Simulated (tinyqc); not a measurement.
Gate work function from the charge.

Problem. For an undoped double gate, Q = 8 eps0 eps_r Vt beta tan(beta)/ts with 0 < beta < pi/2, and at the source (Vg - dphi)/(2 Vt) - ln[(2/ts) sqrt(2 eps0 eps_r Vt/(q ni))] = ln(beta) - ln(cos beta) + 2 r beta tan(beta), r = eps_r tox/(eox ts). Find beta and dphi.

Inputs (values chosen for the exercise); material values those of a made-up semiconductor:
```
symbol,value,unit,meaning
T,293,K,temperature
eps_r,13,,relative permittivity of the semiconductor
eox,3.73,,relative permittivity of the gate insulator
tox,0.87,nm,insulator thickness
ts,25,nm,body thickness
Vg,0.91,V,gate voltage
```

Constants: q = 1.602176634e-19 C, kB = 1.380649e-23 J/K, Vt = kB T/q, eps0 = 8.8541878128e-14 F/cm where lengths are in cm. Results are converted to the units shown.

Qs = 1964.2137 nC/cm^2
ni = 4.7309639e9 cm^-3

Solution. beta tan(beta) rises from 0 without bound on the interval, so the charge fixes beta; the second relation is then explicit in dphi. At this charge the surface density passes 0.3 Nc, so the classical Boltzmann model is only formal.

beta = 1.50
dphi = 0.0500 V

Numbers from tinyqc (`OMP_NUM_THREADS=1 python tinyqc.py 2440123 2440124 out.jsonl`; about 0.07 s on one thread of a shared Intel Xeon 2.30GHz).
